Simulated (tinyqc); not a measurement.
Band-to-band tunnelling across a p-n junction in a two-band chain, step by step. Values are carried at full precision from step to step, so a last printed digit may differ when a step is redone from the rounded ones.

Sites alternate A at -Eg/2 and C at +Eg/2 with hopping -t; near the edges, with k counted from the zone boundary pi/a, E^2 = (Eg/2)^2 + (t a k)^2, so t = sqrt(c Eg/m)/a gives the mass m, c = hbar^2/2m0. In the gap cosh(q a) = 1 + (Eg^2/4 - e^2)/(2 t^2), e the energy from the local mid-gap. The potential is V0 = Eg + ov on the p side (left), 0 on the n side, and falls linearly over the 2N sites of the junction, V_j = V0 (1 - j/(2N + 1)), j = 1 to 2N, site 1 being A. E = Eg/2 + x ov. A half chain that ends on a site of level e1 with neighbour e2 has g = (1 + z)/(E - e1), z = exp(-/+ i k a) the root with Im g < 0, cos(k a) = (E - e1)(E - e2)/(2 t^2) - 1. S_L = t^2 g (ending on C, shifted by V0), S_R = t^2 g (starting on A). T = 4 Im(S_L) Im(S_R) |G_(1,2N)|^2.

Constants: hbar^2/2m0 = 3.80998211 eV angstrom^2.

Parameters, chosen for this exercise (gap and mass near those of InAs; not measured data): Eg = 0.368 eV (gap); m = 0.0244 m0 (mass of electron and light hole); a = 5 angstrom (period (two sites)); ov = 0.34 eV (overlap: top of the valence band on the p side above the conduction edge on the n side); N = 5 (periods in the small junction); x = 0.73 (energy above the n-side conduction edge, as a share of ov).

## Hopping, field and tunnelling length

Form t, V0, E, the field F = V0/((2N + 1) a/2) (1 V/angstrom = 100 MV/cm) and the length Eg/F over which E lies in the gap.

t = 1.5161 eV
V0 = 0.7080 eV
E = 0.4322 eV
F = 2.575 MV/cm
tunnelling length = 14.29 angstrom

So short a junction keeps the matrix small; its field is of the size of the 1 to 3 MV/cm of tunnel diodes.

## Self-energies of the two sides

Form cos(k a) and S for each side.

cos(k a): left -0.990818, right -0.966730

S_L, S_R (eV): -0.04590-0.67586i  0.12410-0.95415i

## Recursive Green function

g_1 = 1/(E - e_1 - S_L); g_j = 1/(E - e_j - t^2 g_(j-1)), with S_R also subtracted at the last site; G_1j = G_1(j-1) (-t) g_j, G_11 = g_1; e_j is the site level plus V_j. The self-energies stand in the order S_L, S_R.

Sweep:

| j | e_j (eV) | g_j (1/eV) | G_1j (1/eV) |
|---|---|---|---|
| 1 | 0.4596 | 0.0404-1.4785i | 0.0404-1.4785i |
| 2 | 0.7633 | -0.0361-0.2898i | 0.6517-0.0633i |
| 3 | 0.3309 | 0.3861-1.3946i | -0.2477+1.4150i |
| 4 | 0.6345 | -0.0951-0.2796i | -0.6356+0.0989i |
| 5 | 0.2022 | 0.7301-1.0463i | 0.5466-1.1177i |
| 6 | 0.5058 | -0.1979-0.2717i | 0.6244-0.1102i |
| 7 | 0.0735 | 0.7735-0.5936i | -0.6330+0.6912i |
| 8 | 0.3771 | -0.3567-0.2825i | -0.6383+0.1027i |
| 9 | -0.0553 | 0.6135-0.3048i | 0.5463-0.3904i |
| 10 | 0.2484 | -0.2961-0.3627i | 0.4599+0.1252i |

T = 0.5861

## WKB for the same field

T = exp(-2 I/F), I = integral of q de across the gap. Continuum: q = sqrt(Eg^2/4 - e^2)/(t a), I = pi Eg^2/(8 t a). Lattice: q from the cosh formula, 12 Gauss-Legendre points in u with e = (Eg/2) sin(u), u from -pi/2 to pi/2. F in V/angstrom is the value in MV/cm over 100.

I (eV/angstrom): continuum 0.007016, lattice 0.007012

T by WKB: continuum 0.5798, lattice 0.5800

The chain gives 0.5861, 1.010 times the lattice WKB value; the exponent is only 0.54, and reflections at the two kinks of the potential count.

## Checks

- G_(1,2N) from the sweep against inversion of the whole matrix (size): both 0.47666.

tinyqc: `OMP_NUM_THREADS=1 python tinyqc.py 1451840 1451841 out.jsonl`; about 0.01 s, one thread, shared Intel(R) Xeon(R) Processor @ 2.30GHz.
